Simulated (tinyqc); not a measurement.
Raising U: Hubbard ring of 6 sites, mean field against exact. Computed by the program tinyqc. 

one-body matrix (hopping and site energies) (eV):
```
,1,2,3,4,5,6
1,-0.6000,-1.4800,0.0000,0.0000,0.0000,-1.4800
2,-1.4800,-0.4000,-1.4800,0.0000,0.0000,0.0000
3,0.0000,-1.4800,0.5300,-1.4800,0.0000,0.0000
4,0.0000,0.0000,-1.4800,-0.0900,-1.4800,0.0000
5,0.0000,0.0000,0.0000,-1.4800,-0.0800,-1.4800
6,-1.4800,0.0000,0.0000,0.0000,-1.4800,0.2000
```

electrons, up and down: 3  3

Collinear unrestricted mean field (the lowest of 40 random starts) against exact diagonalisation.

Exact and mean-field results (eV):
```
U,U/t,E exact,E mean field,mean |n_up - n_down|,"double occupancy, exact",first gap in the sector
0.7400,0.5000,-11.310990,-11.274624,0.0000,0.2358,2.5083
1.4800,1.0000,-10.301758,-10.155485,0.0000,0.2187,2.4672
2.9600,2.0000,-8.515658,-7.921330,0.0000,0.1833,1.9648
4.4400,3.0000,-7.050617,-5.894256,0.5419,0.1467,1.5099
5.9200,4.0000,-5.902439,-4.664866,0.7536,0.1126,1.1514
8.8800,6.0000,-4.373694,-3.332513,0.8903,0.0643,0.7218
11.8400,8.0000,-3.477784,-2.631067,0.9380,0.0394,0.5174
17.7600,12.0000,-2.513883,-1.911346,0.9723,0.0187,0.3360
29.6000,20.0000,-1.702183,-1.326123,0.9900,0.0070,0.2013
```

In absolute terms mean field is worst at U/t = 4.0, 1.238 eV too high: at small U it is nearly exact, and at large U it misses only exchange-scale energies. Its local moments set in at U/t = 3.0 of those listed, a broken symmetry that the exact state of a finite cluster with equal spins does not have. Relative to the exact energy its error is 0.3 % at the smallest U, 24 % at most and 22 % at the largest. The double occupancy falls from 0.236 to 0.007.
